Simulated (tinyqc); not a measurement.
# Undoped symmetric double-gate MOSFET, analytic potential model: effect of the temperature

An undoped body of thickness ts between two equal insulators and tied gates; long channel, electrons only, n = ni exp((psi - V)/Vt) with V the quasi-Fermi potential (0 at the source, Vd at the drain), constant mobility, no quantisation. Across the body psi(x) = V - 2 Vt ln[(ts/(2 beta)) sqrt(q ni/(2 eps0 eps_r Vt)) cos(2 beta x/ts)], x from the centre. Q is the electron charge per area of the whole body.

Nc and Nv are given at 300 K and scale as (T/300 K)^1.5; Eg and mu are held fixed. ni = sqrt(Nc Nv) exp(-Eg/(2 Vt)), Eg in volts; r = eps_r tox/(eox ts); V0 = dphi + 2 Vt ln[(2/ts) sqrt(2 eps0 eps_r Vt/(q ni))]. beta (between 0 and pi/2) solves (Vg - V0 - V)/(2 Vt) = ln(beta) - ln(cos beta) + 2 r beta tan(beta). Q = 8 eps0 eps_r Vt beta tan(beta)/ts; I = mu (1/L)(4 eps0 eps_r/ts)(2 Vt)^2 [g(beta_s) - g(beta_d)] per width, g = beta tan(beta) - beta^2/2 + r beta^2 tan^2(beta), with beta_s at V = 0 and beta_d at V = Vd.  I(low) is taken at Vg = 0.13 V, Qs and I(high) at Vg = 0.88 V.

Inputs (values chosen for the exercise); material values close to those of silicon: band gap Eg = 1.14 eV; relative permittivity of the semiconductor eps_r = 11.6; conduction-band density of states at the reference temperature Nc = 2.8e19 cm^-3; valence-band density of states at the reference temperature Nv = 2.67e19 cm^-3; relative permittivity of the gate insulator eox = 3.92; insulator thickness tox = 2.1 nm; body thickness ts = 5 nm; gate work function less that of the intrinsic body dphi = -0.15 V; channel mobility mu = 540 cm^2/(V s); gate length L = 0.1 um; drain voltage Vd = 0.3 V.

Constants: q = 1.602176634e-19 C, kB = 1.380649e-23 J/K, Vt = kB T/q, eps0 = 8.8541878128e-14 F/cm where lengths are in cm. Results are converted to the units shown.

Effect of the temperature:
```
T (K)   V0 (V)  I(low) (nA/um)  Qs(high) (nC/cm^2)  I(high) (uA/um)
220    0.39185        0.032012              1418.8           1571.8
250    0.38663         0.27625              1425.7           1590.5
280    0.38126          1.5513              1434.6           1611.7
310    0.37575          6.4009              1445.1           1634.9
340    0.37011          21.004              1457.0           1659.9
370    0.36436          57.835              1470.0           1686.4
400    0.35851          138.75              1484.1           1714.2
430    0.35256          298.01              1499.1           1743.1
```

What does the comparison show?

As T goes from 220 to 430 K, I(low) rises from 0.0320 to 298 nA/um and I(high) rises from 1570 to 1740 uA/um. V0 falls from 0.392 to 0.353 V. In every row the surface density at the source at the higher gate voltage passes 0.3 Nc, where Boltzmann statistics fail. In every row mu V/L at the higher gate voltage, with V the smaller of Vd and Vg - V0, passes 3e6 cm/s, so velocity saturation would lower the current. In every row the mobility is held fixed, though a real one changes with T. In every row the body is thin enough for quantum confinement, left out here, to raise the threshold.

Computed by the program tinyqc: `OMP_NUM_THREADS=1 python tinyqc.py 2440119 2440120 out.jsonl`, one thread of a shared Intel Xeon 2.30GHz, about 0.03 s for the whole run.
